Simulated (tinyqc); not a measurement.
AlGaN/GaN HEMT with access regions, lumped model: one step of the calculation.

A polarisation-induced electron sheet under a Schottky gate, in series with two ungated access regions and contacts. Drift law v = mu E/(1 + mu E/vs) under the gate. Currents in mA/mm, resistances in ohm mm. No self-heating, no channel-length modulation; fits for polarisation, barrier and offset are chosen for the exercise.

Question. Drain current. Access resistance R(L, n) = L/(q mu n sqrt(1 - (I/(q n vs))^2)); Rs = Rc + R(Ls, n0), Rd = Rc + R(Ld, (1 - ft) n0). Vg' = Vg - I Rs, Vd' = Vd - I (Rs + Rd); with u = Vg' - VT, Vc = vs Lg/mu and w the smaller of Vd' and Vc [sqrt(1 + 2 u/Vc) - 1] (0 if negative), the channel gives (mu Cb/Lg)(u w - w^2/2)/(1 + w/Vc). I(new) is that channel current.

Values chosen for this exercise; values close to those of AlGaN/GaN structures:

| symbol | value | unit | meaning |
|---|---|---|---|
| mu | 1500 | cm^2/(V s) | channel mobility |
| vs | 1.3e7 | cm/s | saturation velocity |
| Lg | 1 | um | gate length |
| Ls | 2 | um | source access length |
| Ld | 8 | um | drain access length |
| Rc | 0.2 | ohm mm | resistance of each contact |
| ft | 0.16 |  | share of the drain-access electrons removed by traps |
| Vg | 0 | V | gate voltage |
| Vd | 10 | V | drain voltage |

Constants: q = 1.602176634e-19 C. Results are converted to the units shown.

I after iteration 1 = 1490.9108 mA/mm
VT = -5.8974608 V
Cb = 0.40729264 uF/cm^2
n0 = 1.4992057e13 cm^-2

Wanted: Rs; Rd; Vg'; Vd'; channel current; I after iteration 2.

Answer.

Rs = 0.8318 ohm mm
Rd = 3.413 ohm mm
Vg' = -1.240 V
Vd' = 3.672 V
channel current = 1352 mA/mm
I after iteration 2 = 1352 mA/mm

Numbers from tinyqc (`OMP_NUM_THREADS=1 python tinyqc.py 2570112 2570113 out.jsonl`; about 0.01 s on one thread of a shared Intel Xeon 2.30GHz).
